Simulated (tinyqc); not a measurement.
Biaxial strain splits the top of the valence band: sp3s* tight binding, strained.

sp3s* tight binding, nearest neighbours only: anion (a) at 0, cation (c) at a/4 (1,1,1), orbitals s, px, py, pz, s* on each; k in units of 2 pi/a. With phases e_j = exp(i (pi/2) k.n_j) for n = (1,1,1), (1,-1,-1), (-1,1,-1), (-1,-1,1): g0 = (e1+e2+e3+e4)/4, g1 = (e1+e2-e3-e4)/4, g2 = (e1-e2+e3-e4)/4, g3 = (e1-e2-e3+e4)/4. The diagonal holds the levels Esa, Epa, Exa (s*) and Esc, Epc, Exc. Anion-cation block: <sa|sc> = Vss g0; <sa|xc> = Vsapc g1; <xa|sc> = -Vscpa g1; <xa|xc> = Vxx g0; <xa|yc> = <ya|xc> = Vxy g3, <xa|zc> = <za|xc> = Vxy g2, <ya|zc> = <za|yc> = Vxy g1; <s*a|xc> = Vxapc g1; <xa|s*c> = -Vpaxc g1; y and z take g2 and g3 in place of g1; s-s* and s*-s* vanish.

Strain e moves each bond vector to d = (1 + e) d0 (no internal displacement for the diagonal strains used here) and k is given in fractions of the strained reciprocal cell, so the phases stay. Two-centre values Vss_sigma = Vss/4, Vsp_sigma = sqrt3 V/4 for each s-p and s*-p pair, Vpp_sigma = (Vxx + 2 Vxy)/4, Vpp_pi = (Vxx - Vxy)/4 are scaled by (d0/d)^eta and combined with the new direction cosines; the levels on the diagonal stay.

Inputs chosen for the exercise (near a published set for GaAs, fitted to gaps, whose masses and valley positions are rough; not measured data): Esa = -8.324 eV (s level of the anion); Epa = 1.038 eV (p level of the anion); Esc = -2.666 eV (s level of the cation); Epc = 3.664 eV (p level of the cation); Exa = 8.573 eV (s* level of the anion); Exc = 6.696 eV (s* level of the cation); Vss = -6.486 eV (s-s); Vxx = 1.953 eV (px-px); Vxy = 5.041 eV (px-py); Vsapc = 4.509 eV (s anion, p cation); Vscpa = 5.765 eV (s cation, p anion); Vxapc = 4.804 eV (s* anion, p cation); Vpaxc = 4.824 eV (p anion, s* cation); eta = 3 (scaling exponent); D001 = 0.96 (ratio -ezz/exx).

No spin-orbit coupling; k = 0; exx = eyy = e, ezz = -D001 e. The four bonds keep equal lengths, and the sums over them give Vxx(e) for px and py and Vzz(e) for pz; each level is the lower root of [[Epa, V], [V, Epc]], and the s level the upper root of the s block. The shear potential b follows from E(x,y) - E(z) = 3 b (exx - ezz), taken as the slope between e = -0.005 and 0.005.

Couplings and levels at Gamma (eV):
```
e           ezz  Vxx(e)  Vzz(e)   E(x,y)     E(z)  E(x,y) - E(z) (meV)  upper s level
-0.020   0.0192  1.8569  2.2656   0.0768  -0.2676                344.3         1.7036
-0.010   0.0096  1.9062  2.1072   0.0364  -0.1318                168.1         1.6427
0.005   -0.0048  1.9755  1.8775  -0.0210   0.0599                -80.9         1.5501
0.010   -0.0096  1.9973  1.8031  -0.0392   0.1205               -159.7         1.5190
0.020   -0.0192  2.0392  1.6576  -0.0743   0.2364               -310.7         1.4564
```

Give the missing row, e = -0.005, ezz = 0.0048.

Computed row:
```
e          ezz  Vxx(e)  Vzz(e)  E(x,y)     E(z)  E(x,y) - E(z) (meV)  upper s level
-0.005  0.0048  1.9299  2.0296  0.0168  -0.0662                 83.0         1.6120
```

b = -2.789 eV

Under tension in the plane (e > 0) the bonds tilt towards the plane, Vxx grows to 1.9973 and Vzz falls to 1.8031 eV at e = 0.01, and the pz state forms the top of the valence band, by 159.7 meV; under compression (e = -0.01) the px, py pair does, by 168.1 meV. The slope gives b = -2.79 eV, a rough value, since on-site strain terms are left out (measured values lie near -2 eV).

Run: tinyqc, `OMP_NUM_THREADS=1 python tinyqc.py 1452139 1452140 out.jsonl`; Intel(R) Xeon(R) Processor @ 2.30GHz, one thread, shared host; about 0.1 s of CPU time with all checks.
